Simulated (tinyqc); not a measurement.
Inside a calculation. Method: MP2 on RHF in the sto-3g basis, frozen core, for BeH2, spin multiplicity 1. One step of it, computed by the program tinyqc.

Question. Iteration 1: building the Fock matrix. J_ij = sum D_kl (ij|kl), K_ij = sum D_kl (ik|jl); F = H + J - 0.5 K; E = tr D H + tr D J / 2 - 0.25 tr D K + E_nn.

D at the start, lower triangle:
```
            1Be 1s    1Be 2s   1Be 2px    1Be 2py   1Be 2pz     2H 1s     3H 1s
1Be 1s    2.057446
1Be 2s   -0.144382  0.614504
1Be 2px   0.000000  0.000000  0.000000
1Be 2py   0.000000  0.000000  0.000000   0.675172
1Be 2pz  -0.017667  0.040717  0.000000   0.000000  0.002730
2H 1s    -0.215559  0.426487  0.000000   0.400791  0.028721  0.540488
3H 1s    -0.215559  0.426487  0.000000  -0.400791  0.028721  0.064657  0.540488
```

core Hamiltonian H = T + V (hartree), lower triangle:
```
            1Be 1s     1Be 2s    1Be 2px    1Be 2py    1Be 2pz      2H 1s      3H 1s
1Be 1s   -8.700084
1Be 2s   -2.148425  -2.869530
1Be 2px   0.000000   0.000000  -2.318678
1Be 2py   0.000000   0.000000   0.000000  -2.566636
1Be 2pz  -0.002552  -0.019998   0.000000   0.000000  -2.319690
2H 1s    -0.678461  -1.408566   0.000000  -1.404814  -0.092379  -2.323676
3H 1s    -0.678461  -1.408566   0.000000   1.404814  -0.092379  -0.174295  -2.323676
```

Two-electron integrals (ij|kl) in chemists' order, unique and non-zero (hartree):
```
(11|11) 2.298831    (21|11) 0.392036    (21|21) 0.079539    (22|11) 0.570988
(22|21) 0.143041    (22|22) 0.417683    (31|31) 0.014607    (32|31) 0.021888
(32|32) 0.092265    (33|11) 0.569578    (33|21) 0.143083    (33|22) 0.417589
(33|33) 0.449859    (41|41) 0.014607    (42|41) 0.021888    (42|42) 0.092265
(43|43) 0.024249    (44|11) 0.569578    (44|21) 0.143083    (44|22) 0.417589
(44|33) 0.401360    (44|44) 0.449859    (51|51) 0.014607    (52|51) 0.021888
(52|52) 0.092265    (53|53) 0.024249    (54|54) 0.024249    (55|11) 0.569578
(55|21) 0.143083    (55|22) 0.417589    (55|33) 0.401360    (55|44) 0.401360
(55|55) 0.449859    (61|11) 0.121507    (61|21) 0.024612    (61|22) 0.044502
(61|33) 0.044173    (61|41) 0.002228    (61|42) 0.004120    (61|44) 0.045179
(61|51) 0.000142    (61|52) 0.000263    (61|54) 0.000064    (61|55) 0.044178
(61|61) 0.008004    (62|11) 0.247535    (62|21) 0.062666    (62|22) 0.193840
(62|33) 0.187068    (62|41) 0.008237    (62|42) 0.046660    (62|44) 0.207130
(62|51) 0.000526    (62|52) 0.002981    (62|54) 0.001282    (62|55) 0.187150
(62|61) 0.021375    (62|62) 0.125155    (63|31) 0.006317    (63|32) 0.028044
(63|43) 0.008499    (63|53) 0.000543    (63|63) 0.012913    (64|11) 0.249271
(64|21) 0.063969    (64|22) 0.207724    (64|33) 0.195504    (64|41) 0.013601
(64|42) 0.073352    (64|44) 0.231867    (64|51) 0.000465    (64|52) 0.002894
(64|54) 0.001780    (64|55) 0.195583    (64|61) 0.023027    (64|62) 0.153759
(64|64) 0.197404    (65|11) 0.015923    (65|21) 0.004086    (65|22) 0.013269
(65|33) 0.012489    (65|41) 0.000465    (65|42) 0.002894    (65|44) 0.013726
(65|51) 0.006346    (65|52) 0.028228    (65|54) 0.008578    (65|55) 0.013580
(65|61) 0.001471    (65|62) 0.009822    (65|64) 0.011785    (65|65) 0.013666
(66|11) 0.411317    (66|21) 0.106106    (66|22) 0.363259    (66|33) 0.337066
(66|41) 0.017920    (66|42) 0.124856    (66|44) 0.415003    (66|51) 0.001145
(66|52) 0.007976    (66|54) 0.004979    (66|55) 0.337384    (66|61) 0.037525
(66|62) 0.287270    (66|64) 0.377457    (66|65) 0.024112    (66|66) 0.774606
(71|11) 0.121507    (71|21) 0.024612    (71|22) 0.044502    (71|33) 0.044173
(71|41) -0.002228   (71|42) -0.004120   (71|44) 0.045179    (71|51) 0.000142
(71|52) 0.000263    (71|54) -0.000064   (71|55) 0.044178    (71|61) 0.007283
(71|62) 0.018047    (71|64) 0.017581    (71|65) 0.001246    (71|66) 0.029938
(71|71) 0.008004    (72|11) 0.247535    (72|21) 0.062666    (72|22) 0.193840
(72|33) 0.187068    (72|41) -0.008237   (72|42) -0.046660   (72|44) 0.207130
(72|51) 0.000526    (72|52) 0.002981    (72|54) -0.001282   (72|55) 0.187150
(72|61) 0.018047    (72|62) 0.070723    (72|64) 0.067666    (72|65) 0.005456
(72|66) 0.121798    (72|71) 0.021375    (72|72) 0.125155    (73|31) 0.006317
(73|32) 0.028044    (73|43) -0.008499   (73|53) 0.000543    (73|63) 0.006086
(73|73) 0.012913    (74|11) -0.249271   (74|21) -0.063969   (74|22) -0.207724
(74|33) -0.195504   (74|41) 0.013601    (74|42) 0.073352    (74|44) -0.231867
(74|51) -0.000465   (74|52) -0.002894   (74|54) 0.001780    (74|55) -0.195583
(74|61) -0.017581   (74|62) -0.067666   (74|64) -0.060753   (74|65) -0.005129
(74|66) -0.113072   (74|71) -0.023027   (74|72) -0.153759   (74|74) 0.197404
(75|11) 0.015923    (75|21) 0.004086    (75|22) 0.013269    (75|33) 0.012489
(75|41) -0.000465   (75|42) -0.002894   (75|44) 0.013726    (75|51) 0.006346
(75|52) 0.028228    (75|54) -0.008578   (75|55) 0.013580    (75|61) 0.001246
(75|62) 0.005456    (75|64) 0.005129    (75|65) 0.006497    (75|66) 0.009673
(75|71) 0.001471    (75|72) 0.009822    (75|74) -0.011785   (75|75) 0.013666
(76|11) 0.029701    (76|21) 0.007330    (76|22) 0.020475    (76|33) 0.020128
(76|44) 0.021138    (76|51) 0.000117    (76|52) 0.000543    (76|55) 0.020150
(76|61) 0.002293    (76|62) 0.009767    (76|64) 0.010645    (76|65) 0.000834
(76|66) 0.018834    (76|71) 0.002293    (76|72) 0.009767    (76|74) -0.010645
(76|75) 0.000834    (76|76) 0.001028    (77|11) 0.411317    (77|21) 0.106106
(77|22) 0.363259    (77|33) 0.337066    (77|41) -0.017920   (77|42) -0.124856
(77|44) 0.415003    (77|51) 0.001145    (77|52) 0.007976    (77|54) -0.004979
(77|55) 0.337384    (77|61) 0.029938    (77|62) 0.121798    (77|64) 0.113072
(77|65) 0.009673    (77|66) 0.208580    (77|71) 0.037525    (77|72) 0.287270
(77|74) -0.377457   (77|75) 0.024112    (77|76) 0.018834    (77|77) 0.774606
```

nuclear repulsion = 3.54053237 hartree

Give: Coulomb J; exchange K; Fock matrix F; total energy of this density.

Answer.

Coulomb J (hartree), lower triangle:
```
         1Be 1s  1Be 2s  1Be 2px  1Be 2py  1Be 2pz   2H 1s   3H 1s
1Be 1s   6.5209
1Be 2s   1.2729  2.6954
1Be 2px  0.0000  0.0000   2.6221
1Be 2py  0.0000  0.0000   0.0000   2.8310
1Be 2pz  0.0048  0.0282   0.0000   0.0000   2.6230
2H 1s    0.3974  1.3017   0.0000   1.4251   0.0961  2.5694
3H 1s    0.3974  1.3017   0.0000  -1.4251   0.0961  0.1383  2.5694
```

exchange K (hartree), lower triangle:
```
          1Be 1s  1Be 2s  1Be 2px  1Be 2py  1Be 2pz   2H 1s   3H 1s
1Be 1s    4.6257
1Be 2s    0.8249  0.9378
1Be 2px   0.0000  0.0000   0.1677
1Be 2py   0.0000  0.0000   0.0000   1.0751
1Be 2pz  -0.0017  0.0568   0.0000   0.0000   0.1716
2H 1s     0.2582  0.6730   0.0000   0.7264   0.0501  1.1746
3H 1s     0.2582  0.6730   0.0000  -0.7264   0.0501  0.0634  1.1746
```

Fock matrix F (hartree), lower triangle:
```
          1Be 1s   1Be 2s  1Be 2px  1Be 2py  1Be 2pz    2H 1s    3H 1s
1Be 1s   -4.4920
1Be 2s   -1.2880  -0.6430
1Be 2px   0.0000   0.0000   0.2196
1Be 2py   0.0000   0.0000   0.0000  -0.2731
1Be 2pz   0.0031  -0.0202   0.0000   0.0000   0.2175
2H 1s    -0.4102  -0.4434   0.0000  -0.3429  -0.0214  -0.3416
3H 1s    -0.4102  -0.4434   0.0000   0.3429  -0.0214  -0.0677  -0.3416
```

total energy of this density = -15.550712 hartree
